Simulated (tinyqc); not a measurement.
Inside a calculation. Method: plane-wave Kohn-Sham cycle with exchange-only LDA in a layered model solid. One step of it, computed by the program tinyqc.

Problem. Iteration 2: levels at that k. Diagonalise the Hermitian matrix.

H (hartree):
```
,-3,-2,-1,+0,+1,+2,+3
-3,4.266957,-0.056966,0.000224,0.000006,0.000001,0.000000,0.000000
-2,-0.056966,1.532994,-0.056966,0.000224,0.000006,0.000001,0.000000
-1,0.000224,-0.056966,0.014126,-0.056966,0.000224,0.000006,0.000001
+0,0.000006,0.000224,-0.056966,-0.289648,-0.056966,0.000224,0.000006
+1,0.000001,0.000006,0.000224,-0.056966,0.621673,-0.056966,0.000224
+2,0.000000,0.000001,0.000006,0.000224,-0.056966,2.748089,-0.056966
+3,0.000000,0.000000,0.000001,0.000006,0.000224,-0.056966,6.089598
```

Give: eigenvalues.

Solution.

eigenvalues (hartree): -0.3034  0.0222  0.6237  1.5339  2.7486  4.2681  6.0906
